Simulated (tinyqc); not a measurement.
Worked calculation: strain-driven roughening and islands of a mismatched epitaxial film. Computed by tinyqc, a small Python program that keeps every step. Command: `OMP_NUM_THREADS=1 python tinyqc.py 3005783 3005784 out.jsonl island walk`. One thread of a shared host (Intel(R) Xeon(R) Processor @ 2.30GHz), about 0.01 s of CPU time with the checks. Intermediate numbers are printed to about 5 digits and carried at full precision; extremes and crossings named in words are read from the listed rows.

Film and substrate share isotropic elastic constants; the film is coherent and biaxially strained.

Inputs (values chosen for the exercise, modelled on Si(0.5)Ge(0.5) on Si): misfit |f| = 0.0211; shear modulus G = 58.9 GPa; Poisson ratio nu = 0.24; surface energy gamma = 1.11 J/m^2; contact angle of the shallow shape theta_1 = 11.9 degrees; contact angle of the steep shape theta_2 = 29.5 degrees; facet energy of shape 1 over gamma = 1.01; facet energy of shape 2 over gamma = 1.015; wetting energy gamma_s - gamma = 0.4 J/m^2; decay length of wetting delta = 0.29 nm; surface mobility D_s nu_s Omega^2/(k_B T) = 5.2e-35 m^6/(J s); initial ripple amplitude A0 = 0.29 nm; ripple wavelength over the critical one = 3.6; island volume V = 28000 nm^3.

Transport: surface diffusion.

Constants: e = 1.602176634e-19 C.

## Elastic energy of the flat film

M = 2 G (1 + nu)/(1 - nu); stress = M f; energy density w = M f^2.

biaxial modulus M = 192.2 GPa

stress = 4.05542 GPa

energy density w = 85.569 MJ/m^3

## Asaro-Tiller-Grinfeld instability

A ripple A cos(k x) has the surface chemical potential per volume [gamma k^2 - 2 (1 + nu) w k] A cos(k x), so k_c = 2 (1 + nu) w/gamma. With surface diffusion the amplitude grows at the rate q = B k^2 [2 (1 + nu) w k - gamma k^2], fastest at k_m = (3/4) k_c. B is the surface mobility.

k_c = 0.19118 1/nm

critical wavelength = 32.865 nm

fastest wavelength = 43.820 nm

growth time 1/q at k_m = 122.96 s

A ripple of A0 needs about 250 s to reach a twentieth of its wavelength.

## A ripple of given wavelength

A ripple A cos(k x) has the surface chemical potential per volume [gamma k^2 - 2 (1 + nu) w k] A cos(k x), so k_c = 2 (1 + nu) w/gamma. With surface diffusion the amplitude grows at the rate q = B k^2 [2 (1 + nu) w k - gamma k^2], fastest at k_m = (3/4) k_c. B is the surface mobility. Stress at the trough = stress x (1 + 2 k A).

k = 0.053106 1/nm

rate q = 0.0011937 1/s

q over the largest rate = 0.14677

stress concentration at A0 = 1.0308

The ripple grows.

## Wetting layer

The surface energy depends on thickness as gamma + (gamma_s - gamma) exp(-h/delta). Its curvature adds W2 = (gamma_s - gamma) exp(-h/delta)/delta^2 to the restoring terms; the flat film is stable while W2 > (1 + nu)^2 w^2/gamma, which gives h_c = delta ln[(gamma_s - gamma) gamma/(delta^2 (1 + nu)^2 w^2)], or 0 if negative.

wetting-layer thickness h_c = 1.7836 nm

Layer-by-layer growth up to h_c, then roughening: the Stranski-Krastanov mode.

## Island nucleation

Shallow faceted island (Tersoff form): E = 4 Gam V^(2/3) tan^(1/3)(theta) - 6 c V tan(theta), Gam = gamma [x/sin(theta) - 1/tan(theta)], x the facet energy over gamma, c = stress^2 (1 - nu)/(2 pi G). The barrier is the maximum of E, at V_c = [4 Gam/(9 c)]^3 / tan^2(theta) (1 GPa nm = 1 J/m^2).

c = 0.033775 GPa

Gam of shape 1 = 0.16952 J/m^2

critical volume, shape 1 = 249.95 nm^3

barrier, shape 1 = 33.311 eV

Gam of shape 2 = 0.32605 J/m^2

critical volume, shape 2 = 246.75 nm^3

barrier, shape 2 = 88.287 eV

The shallow shape has the lower barrier. Each barrier is a third of the surface term at V_c and scales as Gam^3/c^2, that is as f^(-4).

## Which shape at the volume V

The two energies cross at V_x^(1/3) = 4 [Gam_2 t2^(1/3) - Gam_1 t1^(1/3)]/(6 c (t2 - t1)), t = tan(theta); mu = dE/dV.

E of shape 1 = -5140.9 eV

E of shape 2 = -13829 eV

crossing volume V_x = 826.41 nm^3

jump of mu at V_x, shape 2 less shape 1 = -23.983 MJ/m^3

At V the steep shape is lower. At V_x the chemical potential drops, so islands that have turned steep grow at the cost of the shallow ones. Caution: the shallow-slope form overstates the relaxation of facets steeper than about 25 degrees.

## Scaling with the misfit

A ripple A cos(k x) has the surface chemical potential per volume [gamma k^2 - 2 (1 + nu) w k] A cos(k x), so k_c = 2 (1 + nu) w/gamma. With surface diffusion the amplitude grows at the rate q = B k^2 [2 (1 + nu) w k - gamma k^2], fastest at k_m = (3/4) k_c. V_c = [4 Gam/(9 c)]^3/tan^2(theta), barrier = (4/3) Gam V_c^(2/3) tan^(1/3)(theta); the growth time is 1/q at k_m.

Misfit scaled at fixed constants:
```
|f| (%)  fastest wavelength (nm)  growth time (s)  V_c of shape 1 (nm^3)  barrier of shape 1 (eV)
0.5275                    701.12       8.0583e+06             1.0238e+06               8.5276e+03
0.7385                    357.71       5.4603e+05             1.3597e+05               2.2198e+03
1.0550                    175.28       3.1478e+04             1.5997e+04               5.3298e+02
1.4770                     89.43       2.1329e+03             2.1245e+03               1.3874e+02
2.1100                     43.82       1.2296e+02             2.4995e+02               3.3311e+01
2.9540                     22.36       8.3318e+00             3.3196e+01               8.6711e+00
```

Halving the misfit stretches the wavelength 4 times, the barrier 16 times, the volume 64 times and the time 256 times: f^(-2), f^(-4), f^(-6), f^(-8). Over these rows the time spans 6.0 decades: strongly mismatched films tend to roughen first, while dilute alloys have time to stay flat. Rows with wavelengths under 10 nm or volumes under 5 nm^3 are beyond the continuum picture.

Checks made by the program: k_m against a numerical maximum of the rate (relative difference 5e-10).
